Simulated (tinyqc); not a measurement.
Worked calculation: molecular dynamics of a small cluster by velocity Verlet steps. Computed by tinyqc, a small Python program that keeps every step. Command: `OMP_NUM_THREADS=1 python tinyqc.py 3009349 3009350 out.jsonl verlet walk`. One thread of a shared host (Intel(R) Xeon(R) Processor @ 2.30GHz), about 0.1 s of CPU time with the checks. Intermediate numbers are printed to about 7 digits and carried at full precision; extremes and crossings named in words are read from the listed rows.

E = sum_(i<j) phi(r_ij), phi(r) = eps [exp(-2 alpha (r - r0)) - 2 exp(-alpha (r - r0))]; the force on i is -sum_j phi'(r_ij) (R_i - R_j)/r_ij.

Inputs (values chosen for the exercise, for model atoms):

| quantity | value | unit |
|---|---|---|
| length r0 | 2.79 | angstrom |
| well depth eps | 0.35 | eV |
| stiffness alpha | 1.7 | 1/angstrom |
| atomic mass M | 199 | u |
| time step dt | 7.7 | fs |
| steps | 300 | - |

Potential: Morse. Thermostat: none.

starting positions (angstrom):
```
            x     y      z
atom 1  -0.02     0  -0.01
atom 2   2.78     0   0.03
atom 3    1.4  2.45   0.03
atom 4   1.37  0.81   2.36
atom 5   1.42  0.81  -2.25
```

starting velocities (angstrom/fs):
```
               x         y         z
atom 1  -0.00066   0.00023   0.00086
atom 2   0.00018   0.00121  -0.00066
atom 3   0.00095  -0.00161    -3e-05
atom 4    -5e-05  -0.00088  -0.00012
atom 5  -0.00042   0.00105    -6e-05
```

Constants: 1 eV/(angstrom u) = 9.648533212e-03 angstrom/fs^2; k_B = 8.617333262e-05 eV/K.

## State at the start

Velocity Verlet: a = c F/M with c = 9.648533212e-3 angstrom/fs^2 per eV/(angstrom u); R(new) = R + v dt + a dt^2/2; v(new) = v + (a + a(new)) dt/2. Kinetic energy K = M v^2/(2c); temperature T = 2K/((3N - 3) k_B), rotation of the cluster included.

forces (eV/angstrom):
```
                 x           y           z
atom 1   0.1120544   0.0974184   0.1154417
atom 2  -0.0712844   0.0537119   0.0992065
atom 3  -0.0185742  -0.1831606   0.0542970
atom 4  -0.0136295  -0.0017119  -0.3138717
atom 5  -0.0085663   0.0337423   0.0449266
```

potential energy = -3.167528 eV

kinetic energy = 0.09002252 eV

temperature = 174.1113 K

## Step 1

The formulas are those given above.

positions after step 1 (angstrom):
```
                x         y          z
atom 1  -0.024921  0.001911  -0.003212
atom 2   2.781284  0.009394   0.025061
atom 3   1.407288  2.437340   0.029847
atom 4   1.369595  0.803222   2.358625
atom 5   1.416754  0.818133  -2.250397
```

new forces (eV/angstrom):
```
                 x           y           z
atom 1   0.1230593   0.0900161   0.0930922
atom 2  -0.0593195   0.0146350   0.1016168
atom 3  -0.0347552  -0.1195911   0.0677839
atom 4  -0.0096250  -0.0014810  -0.2997852
atom 5  -0.0193597   0.0164211   0.0372923
```

velocities after step 1 (angstrom/fs):
```
                   x             y             z
atom 1  -0.000616112   0.000264988   0.000898927
atom 2   0.000155620   0.001222758  -0.000622513
atom 3   0.000940045  -0.001666514  -0.000007211
atom 4  -0.000054341  -0.000880596  -0.000234550
atom 5  -0.000425213   0.001059364  -0.000044652
```

total energy = -3.077527 eV

## Step 2

The formulas are those given above.

positions after step 2 (angstrom):
```
                x         y          z
atom 1  -0.029488  0.004081   0.003843
atom 2   2.782397  0.018830   0.020413
atom 3   1.414477  2.424336   0.029889
atom 4   1.369163  0.796439   2.356388
atom 5   1.413452  0.826314  -2.250688
```

new forces (eV/angstrom):
```
                 x           y           z
atom 1   0.1304000   0.0806955   0.0697597
atom 2  -0.0424912  -0.0298260   0.1025647
atom 3  -0.0528848  -0.0482261   0.0812937
atom 4  -0.0053373  -0.0013180  -0.2813831
atom 5  -0.0296866  -0.0013254   0.0277650
```

velocities after step 2 (angstrom/fs):
```
                   x             y             z
atom 1  -0.000568799   0.000296854   0.000929326
atom 2   0.000136616   0.001219923  -0.000584399
atom 3   0.000923686  -0.001697840   0.000020617
atom 4  -0.000057134  -0.000881119  -0.000343035
atom 5  -0.000434368   0.001062182  -0.000032508
```

total energy = -3.077546 eV

## Fastest vibration

Relax the cluster, diagonalise the Hessian (central differences): omega_max = sqrt(c lambda_max/M). Verlet steps are stable for omega_max dt < 2.

omega_max = 0.02044904 1/fs

shortest period = 307.2607 fs

omega_max dt = 0.1574576

The step is 1/39.9 of the shortest period.

## The trajectory

Spread = largest minus smallest value. The test of the step is the spread (largest minus smallest) of the total energy over the run without thermostat, against the spread of K; the step passes below 5 %. The mean T is over the second half.

Course of the run (evenly spaced rows):

| step | t (fs) | U (eV) | K (eV) | U + K (eV) | T (K) |
|---|---|---|---|---|---|
| 0 | 0.0 | -3.167528 | 0.09002252 | -3.077506 | 174.1113 |
| 21 | 161.7 | -3.145634 | 0.06811899 | -3.077515 | 131.7480 |
| 42 | 323.4 | -3.126175 | 0.04878893 | -3.077386 | 94.3620 |
| 63 | 485.1 | -3.145286 | 0.06784227 | -3.077444 | 131.2128 |
| 84 | 646.8 | -3.128048 | 0.05062329 | -3.077425 | 97.9098 |
| 105 | 808.5 | -3.148526 | 0.07106929 | -3.077456 | 137.4542 |
| 126 | 970.2 | -3.147012 | 0.06951845 | -3.077494 | 134.4547 |
| 147 | 1131.9 | -3.162860 | 0.08535079 | -3.077509 | 165.0758 |
| 168 | 1293.6 | -3.124598 | 0.04721687 | -3.077381 | 91.3215 |
| 189 | 1455.3 | -3.119520 | 0.04213126 | -3.077389 | 81.4855 |
| 210 | 1617.0 | -3.170824 | 0.09331548 | -3.077508 | 180.4802 |
| 231 | 1778.7 | -3.140814 | 0.06333813 | -3.077476 | 122.5014 |
| 252 | 1940.4 | -3.134997 | 0.05755995 | -3.077437 | 111.3259 |
| 273 | 2102.1 | -3.149230 | 0.07177872 | -3.077451 | 138.8262 |
| 294 | 2263.8 | -3.141787 | 0.06433787 | -3.077449 | 124.4350 |

spread of the total energy = 2.437246e-04 eV

spread of the total over spread of K = 0.003589336

mean temperature = 121.8901 K

The total energy keeps within 0.36 % of the swings of K, so the step passes.

## Energy conservation against the time step

Runs without thermostat over the same span of time, steps x dt; spread = largest minus smallest value. For contrast, the energy gained over the first 30 dt (dt of the inputs) by explicit Euler steps: R(new) = R + v dt, v(new) = v + a dt.

Energy error (eV):

| dt (fs) | omega_max dt | Verlet, spread of U + K | Euler, gain in U + K |
|---|---|---|---|
| 0.9625 | 0.0196822 | 3.793303e-06 | 0.0053282 |
| 1.9250 | 0.0393644 | 1.517677e-05 | 0.0110712 |
| 3.8500 | 0.0787288 | 6.070052e-05 | 0.0239328 |
| 7.7000 | 0.1574576 | 2.437246e-04 | 0.0562028 |
| 15.4000 | 0.3149152 | 9.559808e-04 | 0.1573092 |
| 23.1000 | 0.4723728 | 2.162773e-03 | 0.3337324 |

The Verlet error grows as dt^2.00 between the first rows, the second order of the method. Euler steps gain energy steadily: over that short span the gain in the first row is already 1400 times the Verlet spread of the whole run, and it grows as dt^1.06, tending to the first order of that method as dt shrinks.

Checks made by the program: time reversal over 50 steps (relative difference below 1e-10).
